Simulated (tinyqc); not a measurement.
## Series resistance and length offset from two lengths at two overdrives

Question. In strong inversion R W = Rsd + k(x)(L - dL), k(x) = (1 + th1 x)/(mu0 Cox x), x the overdrive, Cox = eps0 eox/tox, with Rsd and dL independent of x. Find dL, Rsd, mu0 and th1.

Parameters, values chosen for the exercise: relative permittivity of the gate insulator (close to zirconium oxide) eox = 24.9; insulator thickness tox = 4.8 nm.

Constants: eps0 = 8.8541878128e-14 F/cm where lengths are in cm. Results are converted to the units shown.

total resistance times width (ohm um):
```
                  L = 0.11 um  L = 1.3 um
overdrive 0.43 V   536.207894  5968.15992
overdrive 0.91 V   338.987224  3326.22469
```

Solution. At each overdrive R W is a straight line in L; the two lines cross at L = dL, R W = Rsd. Their slopes give k x = (1 + th1 x)/(mu0 Cox), a straight line in x.

dL = 0.0140 um
Rsd = 98.0 ohm um
mu0 = 130 cm^2/(V s)
th1 = 0.400 1/V

tinyqc, about 0.01 s, one thread, Intel Xeon 2.30GHz (shared host): `OMP_NUM_THREADS=1 python tinyqc.py 2210080 2210081 out.jsonl`
